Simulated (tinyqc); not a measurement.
Spin coating of a resist or spin-on film: centrifugal thinning, evaporation and the final thickness (Emslie and Meyerhofer models): one step, computed by the program tinyqc.

A Newtonian film stays uniform over the wafer; solvent and solids have the same density and the concentration is uniform through the thickness.

Question. The two-stage estimate. Meyerhofer estimate: flow rules until (1 - c0) K h^3 = e, then evaporation alone: h_w = (e/((1 - c0) K))^(1/3), dry film c0 h_w.

Inputs (values chosen for the exercise, of the order of those of a polymer resist in an ester solvent): solids volume fraction c0 = 0.099.

evaporation rate e = 0.1073313 micrometre/s

flow constant K = 0.001454771 1/(micrometre^2 s)

Give: wet thickness h_w; dry film, estimate; drying time (1 - c0) h_w/e.

Answer.

wet thickness h_w = 4.342 micrometre

dry film, estimate = 429.9 nm

drying time (1 - c0) h_w/e = 36.45 s
